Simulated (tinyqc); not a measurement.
ROHF in the sto-6g basis, for H4+, spin multiplicity 2, step by step. One step of it, computed by the program tinyqc.

Task: Iteration 2: building the Fock matrix. J_ij = sum D_kl (ij|kl) with D = D(alpha) + D(beta), K_ij = sum D_kl (ik|jl) for each spin; F = H + J - K(s); E = tr D H + tr D J / 2 - 0.5 sum_s tr D(s) K(s) + E_nn.

D(alpha) after iteration 1:
```
           1H 1s      2H 1s      3H 1s      4H 1s
1H 1s   0.268846   0.297311  -0.039173  -0.069902
2H 1s   0.297311   0.334590   0.000355  -0.039173
3H 1s  -0.039173   0.000355   0.334590   0.297311
4H 1s  -0.069902  -0.039173   0.297311   0.268846
```

D(beta) after iteration 1:
```
          1H 1s     2H 1s     3H 1s     4H 1s
1H 1s  0.099472  0.129069  0.129069  0.099472
2H 1s  0.129069  0.167473  0.167473  0.129069
3H 1s  0.129069  0.167473  0.167473  0.129069
4H 1s  0.099472  0.129069  0.129069  0.099472
```

core Hamiltonian H = T + V (hartree):
```
           1H 1s      2H 1s      3H 1s      4H 1s
1H 1s  -1.548490  -1.316475  -0.150389  -0.044505
2H 1s  -1.316475  -1.703249  -0.438727  -0.150389
3H 1s  -0.150389  -0.438727  -1.703249  -1.316475
4H 1s  -0.044505  -0.150389  -1.316475  -1.548490
```

Two-electron integrals (ij|kl) in chemists' order, unique and non-zero (hartree):
```
(11|11) 0.774999   (21|11) 0.461070   (21|21) 0.316905   (22|11) 0.580958
(22|21) 0.461070   (22|22) 0.774999   (31|11) 0.030868   (31|21) 0.023541
(31|22) 0.038807   (31|31) 0.002473   (32|11) 0.078209   (32|21) 0.064490
(32|22) 0.115504   (32|31) 0.007967   (32|32) 0.027327   (33|11) 0.228724
(33|21) 0.183880   (33|22) 0.326067   (33|31) 0.030868   (33|32) 0.115504
(33|33) 0.774999   (41|11) 0.007570   (41|21) 0.005802   (41|22) 0.009625
(41|31) 0.000657   (41|32) 0.002169   (41|33) 0.009625   (41|41) 0.000183
(42|11) 0.021443   (42|21) 0.017437   (42|22) 0.030868   (42|31) 0.002290
(42|32) 0.007967   (42|33) 0.038807   (42|41) 0.000657   (42|42) 0.002473
(43|11) 0.135122   (43|21) 0.106284   (43|22) 0.183880   (43|31) 0.017437
(43|32) 0.064490   (43|33) 0.461070   (43|41) 0.005802   (43|42) 0.023541
(43|43) 0.316905   (44|11) 0.175095   (44|21) 0.135122   (44|22) 0.228724
(44|31) 0.021443   (44|32) 0.078209   (44|33) 0.580958   (44|41) 0.007570
(44|42) 0.030868   (44|43) 0.461070   (44|44) 0.774999
```

nuclear repulsion = 2.45235136 hartree

Give: Coulomb J; exchange K(alpha); exchange K(beta); F(alpha); F(beta); total energy of this density.

Result:

Coulomb J (hartree):
```
       1H 1s  2H 1s  3H 1s  4H 1s
1H 1s  1.301  0.934  0.093  0.026
2H 1s  0.934  1.453  0.296  0.093
3H 1s  0.093  0.296  1.453  0.934
4H 1s  0.026  0.093  0.934  1.301
```

exchange K(alpha) (hartree):
```
       1H 1s  2H 1s  3H 1s  4H 1s
1H 1s  0.586  0.542  0.057  0.009
2H 1s  0.542  0.623  0.129  0.057
3H 1s  0.057  0.129  0.623  0.542
4H 1s  0.009  0.057  0.542  0.586
```

exchange K(beta) (hartree):
```
       1H 1s  2H 1s  3H 1s  4H 1s
1H 1s  0.269  0.278  0.126  0.085
2H 1s  0.278  0.354  0.190  0.126
3H 1s  0.126  0.190  0.354  0.278
4H 1s  0.085  0.126  0.278  0.269
```

F(alpha) (hartree):
```
        1H 1s   2H 1s   3H 1s   4H 1s
1H 1s  -0.833  -0.925  -0.115  -0.027
2H 1s  -0.925  -0.874  -0.272  -0.115
3H 1s  -0.115  -0.272  -0.874  -0.925
4H 1s  -0.027  -0.115  -0.925  -0.833
```

F(beta) (hartree):
```
        1H 1s   2H 1s   3H 1s   4H 1s
1H 1s  -0.516  -0.660  -0.183  -0.103
2H 1s  -0.660  -0.604  -0.333  -0.183
3H 1s  -0.183  -0.333  -0.604  -0.660
4H 1s  -0.103  -0.183  -0.660  -0.516
```

total energy of this density = -1.68986 hartree
